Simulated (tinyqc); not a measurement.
# Worked calculation: resonant-tunnelling diode, transfer matrices and Tsu-Esaki current

Numbers from tinyqc (`OMP_NUM_THREADS=1 python tinyqc.py 2600109 2600110 out.jsonl`; about 0.2 s on one thread of a shared Intel Xeon 2.30GHz). Printed values are rounded.

Emitter (band edge 0), barrier d1, well Lw, barrier d2, collector (edge -V). The bias drops linearly over these layers and none in the contacts; each layer is cut into ns equal slices, flat at the value of their centres. E is the energy of motion across the layers, C = hbar^2/(2 m0), psi and psi'/m are continuous. Transport is coherent, T(E) is taken as independent of the transverse momentum, and charge in the well is ignored.

Inputs (values chosen for the exercise); masses and offsets of a made-up heterostructure: temperature T = 300 K; mass in the well, spacer and contacts mw = 0.26 m0; barrier height U1 = 1 eV; barrier mass m1 = 0.49 m0; emitter barrier d1 = 0.8 nm; well width Lw = 1.7 nm; collector barrier d2 = 0.8 nm; slices in each layer ns = 2; Fermi energy of both contacts above their band edges Ef = 0.12 eV; bias of the collector V = 0.21 V; trial energy E = 0.0833 eV.

Constants: q = 1.602176634e-19 C, kB = 1.380649e-23 J/K, hbar = 1.054571817e-34 J s, m0 = 9.1093837015e-31 kg, Vt = kB T/q, hbar^2/(2 m0) = 0.0380998212 eV nm^2. Results are converted to the units shown.

## Slices under bias

U = edge of the layer - V x/Lt at the centre x of each slice, Lt the summed thickness.

```
slice,U (eV),m (m0),width (nm)
0,0.9872727,0.49,0.4
1,0.9618182,0.49,0.4
2,-0.0779545,0.26,0.85
3,-0.1320455,0.26,0.85
4,0.8281818,0.49,0.4
5,0.8027273,0.49,0.4
```

## Running product of the slice matrices at the trial energy

For the pair (psi, psi'/m) a flat layer has M = [[cos kd, (m/k) sin kd], [-(k/m) sin kd, cos kd]] with k = sqrt(m (E - U)/C) above its edge U, and M = [[cosh Kd, (m/K) sinh Kd], [(K/m) sinh Kd, cosh Kd]] with K = sqrt(m (U - E)/C) below it. Later slices stand to the left. With M acting on (psi, psi'/m) and v = k/m in each lead, T(E) = 4 vL vR/[(vL vR M12 - M21)^2 + (vR M11 + vL M22)^2]. vL = sqrt(mw E/C)/mw, vR = sqrt(mw (E + V)/C)/mw.

Product after each layer:
```
,M11,M12 (nm),M21 (1/nm),M22
barrier d1,7.583013,1.081110,51.60833,7.489670
well,9.154378,1.333458,-54.40790,-7.816001
barrier d2,3.867756,0.6642029,14.48436,2.745922
```

T(E) = 0.07360252

## Transmission at three energies near the peak

three energies (eV): [0.085675, 0.087075, 0.088475]

The same product at each energy.

T(E) at these energies: [0.3306989, 0.7670646, 0.3759410]

## Breit-Wigner parameters from a parabola through 1/T(E)

Near a resonance 1/T(E) = (1/Tp) [1 + (2 (E - Er)/G)^2]. With y = 1/T(E) at E0 - h, E0, E0 + h: a = (y1 + y3 - 2 y2)/(2 h^2), b = (y3 - y1)/(2 h), Er = E0 - b/(2 a), 1/Tp = y2 - b^2/(4 a), G = 2 sqrt(1/(Tp a)), tau = hbar/G.

Er = 0.08715780 eV
Tp = 0.7702436
G = 2.572333 meV
tau = 255.8814 fs

The true maximum of T(E) lies at 0.087142 eV with height 0.7691 and full width 2.579 meV; the fitted G is 0.26 % below that width.

## Current from the resonance alone

J = J0 times the integral over E > 0 of T(E) N(E), N = ln[(1 + exp((Ef - E)/Vt))/(1 + exp((Ef - V - E)/Vt))], J0 = q^2 mw m0 kB T/(2 pi^2 hbar^3) (times 1e-4 for A/cm^2 per eV). For a sharp resonance J = J0 (pi G/2) Tp N(Er), with Er the peak energy, Tp the peak transmission and G the full width at half maximum (in eV). The three values given are estimates from a parabola through three points of 1/T(E).

J0 = 1.087751e8 A/(cm^2 eV)
N(Er) = 1.516760
J = 513.4776 kA/cm^2

The full integral over T(E) gives 505.2 kA/cm^2; the value above is 1.6 % above it. With the exact position, height and width of the peak (Er = 0.087142 eV, Tp = 0.7691, G = 2.579 meV) the formula is 1.8 % above it.
